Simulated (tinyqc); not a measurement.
# Surface photovoltage measurement of the minority-carrier diffusion length in a wafer, step by step

A worked calculation. Computed by tinyqc, a small Python program that keeps every step. Command: `OMP_NUM_THREADS=1 python tinyqc.py 3130093 3130094 out.jsonl spv walk`. One thread of a shared host (Intel(R) Xeon(R) Processor @ 2.30GHz), about 0.01 s of CPU time with the checks. Intermediate numbers are printed to about 6 digits and carried at full precision; extremes and crossings named in words are read from the listed rows.

Low injection, steady light, a depletion layer much thinner than 1/alpha and L. The excess density dn is taken at the front edge of the neutral region; light that reaches the back is lost.

Inputs (values chosen for the exercise, modelled on p-type silicon at room temperature):
```
quantity                                              value               unit
diffusion length L                                       29         micrometre
wafer thickness W                                       300         micrometre
diffusivity D                                          32.6             cm^2/s
front recombination velocity S_f                       1200               cm/s
back recombination velocity S_b                      500000               cm/s
photon flux entering                                3.3e+12         1/(cm^2 s)
minority density at the surface barrier scale n_0   2.7e+10             1/cm^3
temperature T                                           298                  K
wavelength                                              936                 nm
relative noise of each reading                          0.5                  %
diffusion length after pair splitting over L           0.88                  -
iron factor C                                      1.03e+16  micrometre^2/cm^3
```

Constants: k_B = 8.617333262e-05 eV/K.

## One wavelength

alpha = (84.732/lambda - 76.417)^2 per cm with lambda in micrometre (an empirical fit for silicon between 0.7 and 1.05 micrometre). Thick wafer: dn = Phi L/((S_f + D/L)(L + 1/alpha)). Finite wafer, with s = S_b L/D, w = W/L, a = alpha L: dn = [Phi a/(a^2 - 1)] [a - B - exp(-alpha W)(a - s)/(cosh w + s sinh w)]/(S_f + B D/L), B = (sinh w + s cosh w)/(cosh w + s sinh w). Photovoltage V = (k_B T/e) ln(1 + dn/n_0). Lifetime = L^2/D.

alpha = 199.054 1/cm

penetration depth 1/alpha = 50.2377 micrometre

dn, thick wafer = 9.70759e+07 1/cm^3

B = 1.00000

dn, finite wafer = 9.70759e+07 1/cm^3

photovoltage V = 0.0921631 mV

lifetime = 0.257975 microsecond

## The linear plot

normal deviates g for the noise: 1.13  0.15  -0.03  -1.48  -0.28  0.16  -1.13

Readings y = (Phi/dn) (1 + noise x g) at 780, 830, 880, 920, 950, 975 and 995 nm; a least-squares line y = c (1/alpha + L_app) gives L_app = intercept/slope.

Readings:
```
lambda (nm)  1/alpha (micrometre)  y (cm/s)  line (cm/s)
780                         9.636   16669.2      16615.2
830                        15.176   18966.3      18977.4
880                        25.330   23304.7      23307.2
920                        40.658   29662.9      29843.3
950                        61.278   38676.4      38636.4
975                        90.917   51487.4      51275.1
995                       130.888   68206.9      68319.3
```

slope = 426.421 cm/(s micrometre)

apparent length L_app = 29.3278 micrometre

error of L_app (rounded to 0.001) = 1.13 %

At W/L = 10.3 the finite thickness shifts L_app by less than 0.05 %. S_f scales all readings alike and leaves L_app unchanged.

## Where the wafer is too thin

No noise; L is varied at fixed W, and the last two columns set S_b to 0 and to 1e7 cm/s.

Apparent length (micrometre):
```
L         W/L  given S_b  S_b = 0  S_b = 1e7
15    20.0000     15.000   15.000     15.000
30    10.0000     29.999   30.000     29.999
60     5.0000     59.709   60.124     59.704
90     3.3333     87.157   91.495     87.127
150    2.0000    127.888  163.544    127.752
240    1.2500    159.072  292.811    158.788
390    0.7692    178.003  510.881    177.599
630    0.4762    186.691  759.673    186.223
1200   0.2500    190.954  993.410    190.454
```

With a fast back surface L_app levels off, at 190 micrometre in the last row; with a passive one it reaches up to 1.31 times L among these rows and is 993 in the last. All three columns are within 5 % of L down to W/L = 3.3.

## Iron from two lengths

Splitting iron-boron pairs in boron-doped silicon shortens L; with nothing else changing, [Fe] = C (1/L_after^2 - 1/L^2). It is evaluated with the true lengths and with the apparent ones (without noise), which differ when the wafer is not thick against L.

L_after = 25.52 micrometre

[Fe] from the true lengths = 3.56792e+12 1/cm^3

[Fe] from the apparent lengths = 3.56760e+12 1/cm^3

bias, apparent over true less 1 (rounded to 0.001) = -0.009 %

Checks made by the program: dn against a finite-difference solution (relative difference 8e-07).
